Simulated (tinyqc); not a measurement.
Gate work function from the charge.

Question. For an undoped double gate, Q = 8 eps0 eps_r Vt beta tan(beta)/ts with 0 < beta < pi/2, and at the source (Vg - dphi)/(2 Vt) - ln[(2/ts) sqrt(2 eps0 eps_r Vt/(q ni))] = ln(beta) - ln(cos beta) + 2 r beta tan(beta), r = eps_r tox/(eox ts). Find beta and dphi.

Inputs (values chosen for the exercise); material values close to those of silicon: temperature T = 350 K; relative permittivity of the semiconductor eps_r = 11.5; relative permittivity of the gate insulator eox = 9.41; insulator thickness tox = 6.8 nm; body thickness ts = 8 nm; gate voltage Vg = 0.79 V.

Constants: q = 1.602176634e-19 C, kB = 1.380649e-23 J/K, Vt = kB T/q, eps0 = 8.8541878128e-14 F/cm where lengths are in cm. Results are converted to the units shown.

Qs = 285.12098 nC/cm^2
ni = 2.9182170e11 cm^-3

Answer. beta tan(beta) rises from 0 without bound on the interval, so the charge fixes beta; the second relation is then explicit in dphi.

beta = 0.8371
dphi = 0.1800 V

Program tinyqc, `OMP_NUM_THREADS=1 python tinyqc.py 2440102 2440103 out.jsonl`; Intel Xeon 2.30GHz, shared host, one thread, about 0.02 s.
